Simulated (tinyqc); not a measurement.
Van der Pauw, Hall and four-point-probe measurements on a doped layer: correction factor against the shape of the sample.

A uniform n-type layer with sheet resistance Rs = 1/(q ns mu), point contacts, low field (mu B small).

Rs = 1/(q ns mu). For a rectangle with contacts at the corners, RA = (8 Rs/pi) sum_(k>=0) ln coth((2k + 1) pi a/(2 b)) with current along a short side b and voltage along the opposite one, RB the same with a and b exchanged. ar = a/b. F = Rs/[(pi/ln 2)(RA + RB)/2]; small-asymmetry estimate 1 - (ln 2/2) d^2 - ((ln 2)^2/4 - (ln 2)^3/12) d^4 with d = (RB - RA)/(RB + RA).

Values chosen for this exercise:
```
symbol   value        unit                     meaning
ns      4.9e12       cm^-2  sheet density of the layer
mu         760  cm^2/(V s)              drift mobility
```

Constants: q = 1.602176634e-19 C. Results are converted to the units shown.

Result of one run:
```
ar    RA (ohm)  RB (ohm)  RB/RA       F  estimate of F
2.14     10.27      2113  205.8  0.3484         0.5713
```

What becomes of these results when the side ratio a/b of a rectangular sample with corner contacts ar is changed from 2.14 to 1, all else the same?

Result of the changed run:
```
ar  RA (ohm)  RB (ohm)  RB/RA      F  estimate of F
1      369.8     369.8  1.000  1.000          1.000
```

The whole series:
```
ar    RA (ohm)  RB (ohm)  RB/RA       F  estimate of F
1        369.8     369.8  1.000   1.000          1.000
1.23     179.2     669.1  3.734  0.8718         0.8741
1.46     86.96      1011  11.62  0.6738         0.7082
1.69     42.22      1374  32.55  0.5221         0.6213
1.91     21.15      1733  81.92  0.4217         0.5862
2.14     10.27      2113  205.8  0.3484         0.5713
2.37     4.985      2496  500.6  0.2958         0.5653
2.6      2.420      2880   1190  0.2566         0.5628
```

RB/RA rises from 1.00 to 1190 and F falls from 1.00 to 0.257. The estimate is 5.1 % above F at a/b = 1.46 and 2.19 times it in the last row. RA shrinks about as exp(-pi a/b): by a factor of 2.06 between the last two rows, against 2.06.

tinyqc, about 0.03 s, one thread, Intel Xeon 2.30GHz (shared host): `OMP_NUM_THREADS=1 python tinyqc.py 2850157 2850158 out.jsonl`
